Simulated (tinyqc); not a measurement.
# Worked calculation: one level coupled to a phonon between two leads, self-consistent Born approximation

tinyqc, about 0.05 s, one thread, Intel Xeon 2.30GHz (shared host): `OMP_NUM_THREADS=1 python tinyqc.py 2720011 2720012 out.jsonl` Printed values are rounded.

Wide-band leads with mu_L = +V/2 and mu_R = -V/2; phonons in equilibrium, Nq = 1/(exp(w0/kB T) - 1). Scattering links only energies that differ by w0, so a ladder E_k = E1 + k w0 closes on itself; terms that reach past its ends are dropped. Gn and Gp are the electron and hole parts of the spectral function A = Gn + Gp.

Parameters, values chosen for the exercise:
```
symbol  value  unit                           meaning
T          77     K  temperature of leads and phonons
w0         50   meV                     phonon energy
ed         31   meV                             level
GL         20   meV         coupling to the left lead
GR         14   meV        coupling to the right lead
M          19   meV    electron-phonon matrix element
V         190    mV                              bias
nr          5               rungs of the ladder shown
E1       -107   meV                       lowest rung
```

Constants: q = 1.602176634e-19 C, kB = 1.380649e-23 J/K, Vt = kB T/q. Results are converted to the units shown.

Range of the model: The self-consistent Born approximation keeps only non-crossing phonon lines and no Hartree shift; it is rough once the coupling nears the phonon energy.

## The ladder and the first Green functions

|G|^2 = 1/[(E - ed)^2 + (GL + GR + Sin + Sout)^2/4], Gn = |G|^2 (GL fL + GR fR + Sin), Gp = |G|^2 (GL (1 - fL) + GR (1 - fR) + Sout), f = 1/(1 + exp((E - mu)/kB T)). On a single ladder the real part of the phonon self-energy, which needs all energies, is left out. At the start Sin = Sout = 0.

```
rung  E (meV)        fL           fR  Gn (1/meV)  Gp (1/meV)
0        -107         1     0.859180  0.00165668  1.01975e-4
1         -57   1.00000   0.00324657  0.00249539  0.00173715
2          -7   1.00000   1.73881e-6   0.0115407  0.00807847
3          43  0.999605  9.28261e-10   0.0461711   0.0323508
4          93  0.574789  4.95549e-13  0.00278146  0.00544501
```

Nq = 5.34132e-4

## Iteration 1: scattering functions

Sin(E) = M^2 [(Nq + 1) Gn(E + w0) + Nq Gn(E - w0)], Sout(E) = M^2 [(Nq + 1) Gp(E - w0) + Nq Gp(E + w0)]. Nq = 1/(exp(w0/kB T) - 1).

```
rung   Sin (meV)  Sout (meV)
0       0.901316  3.34961e-4
1        4.16873   0.0383903
2        16.6772    0.633685
3        1.00687     2.91893
4     0.00890280     11.6849
```

## Iteration 1: Green functions

|G|^2 = 1/[(E - ed)^2 + (GL + GR + Sin + Sout)^2/4], Gn = |G|^2 (GL fL + GR fR + Sin), Gp = |G|^2 (GL (1 - fL) + GR (1 - fR) + Sout), f = 1/(1 + exp((E - mu)/kB T)). On a single ladder the real part of the phonon self-energy, which needs all energies, is left out.

```
rung  Gn after iteration 1 (1/meV)  Gp after iteration 1 (1/meV)
0                       0.00170193                    1.01910e-4
1                       0.00298611                    0.00172562
2                        0.0174470                    0.00696112
3                        0.0416984                     0.0336122
4                       0.00263507                    0.00783080
```

## Iteration 2: scattering functions

As before.

```
rung   Sin (meV)  Sout (meV)
0        1.07856  3.32736e-4
1        6.30207   0.0381515
2        15.0617    0.629762
3       0.955134     2.51582
4     0.00804036     12.1405
```

## Iteration 2: Green functions

As before.

```
rung  Gn after iteration 2 (1/meV)  Gp after iteration 2 (1/meV)
0                       0.00171082                    1.01894e-4
1                       0.00323249                    0.00171672
2                        0.0170094                    0.00709730
3                        0.0423161                     0.0333800
4                       0.00262859                    0.00791622
```

## Course of the iteration

Repeat until no Sin or Sout changes by more than 1e-9 meV.

Course of the iteration:
```
iteration  largest Sin + Sout (meV)  largest change (meV)
1                           17.3109                  16.7
2                           15.6915                  2.13
3                           15.9114                 0.223
4                           15.8829                0.0288
5                           15.8871               4.32e-3
6                           15.8866               5.46e-4
7                           15.8867               8.17e-5
8                           15.8867               1.03e-5
9                           15.8867               1.55e-6
10                          15.8867               1.96e-7
11                          15.8867               2.94e-8
12                          15.8867               3.71e-9
13                          15.8867              5.56e-10
```

Converged in 13 iterations; the change shrinks by about 0.14 a step.

## Currents on the rungs

```
rung  converged Gn (1/meV)  converged Gp (1/meV)
0               0.00171499            1.01886e-4
1               0.00321668            0.00171731
2                0.0170654            0.00707914
3                0.0422470             0.0334148
4               0.00262960            0.00790289
```

Spectral currents into the level: iL = GL [fL Gp - (1 - fL) Gn], iR = GR [fR Gp - (1 - fR) Gn].

```
rung        iL         iR     iL + iR
0     0.002038  -0.002156  -0.0001178
1     0.034346  -0.044809  -0.0104631
2     0.141583  -0.238915  -0.0973320
3     0.667699  -0.591458   0.0762402
4     0.068487  -0.036814   0.0316727
```

sum of iL = 0.914152

On a single rung iL + iR need not vanish (largest 0.097), since phonons move electrons between rungs; summed over the ladder it does.
